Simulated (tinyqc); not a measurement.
From results back to parameters: thin-film optics by transfer matrices. Two cases, with inputs chosen for the exercise.

Problem. One transparent film on the substrate, in air; its thickness is hidden and lies within the first period.

Indices N = n + i k. Snell: N0 sin(theta) = N_j sin(theta_j), with Im(N_j cos theta_j) >= 0. Admittance y_j = N_j cos theta_j for s and N_j/cos theta_j for p. Phase delta_j = 2 pi N_j cos theta_j d_j/lambda. Layer matrix [[cos delta, -i sin delta/y], [-i y sin delta, cos delta]], multiplied from the top down to M. (B, C) = M (1, y_sub); r = (y0 B - C)/(y0 B + C), R = |r|^2, T = 4 Re y0 Re y_sub/|y0 B + C|^2, absorbed in the films 1 - R - T.

Ellipsometry: rho = tan(Psi) exp(i Delta) = -conj(r_p/r_s) with the r of the admittance formula, Delta in 0 to 360 degrees, so that a bare dielectric at small angles gives Delta = 180.

Case 1.

Values chosen (indices near those of SiO2 on Si; not measured data): lam = 248 nm (vacuum wavelength); n0 = 1 (ambient index); n = (1.518, 1.581) (n of SiO2, substrate); k = (0, 3.504) (k in the same order); theta_e = 60 degrees (angle of the ellipsometer).

Psi = 37.637 degrees
Delta = 133.776 degrees

Case 2.

Values chosen (indices near those of resist on polySi; not measured data): lam = 633 nm (vacuum wavelength); n0 = 1 (ambient index); n = (1.616, 3.902) (n of resist, substrate); k = (0, 0.039) (k in the same order); theta_e = 60 degrees (angle of the ellipsometer).

Psi = 37.423 degrees
Delta = 103.164 degrees

Find: period; d.

Solution. Psi and Delta repeat with the period lambda/(2 sqrt(n^2 - sin^2 theta)); within one period they trace a closed curve once, and a scan of d finds the one point that matches both. Adding whole periods gives the same angles.

Case 1.

period = 99.5 nm
d = 3.0 nm

Case 2.

period = 232.0 nm
d = 81.0 nm

Computed by tinyqc, one run a case: `OMP_NUM_THREADS=1 python tinyqc.py N N+1 out.jsonl` with N = 1680126, 1680185; one thread of a shared Intel(R) Xeon(R) Processor @ 2.30GHz, about 0.02 s a run at most.
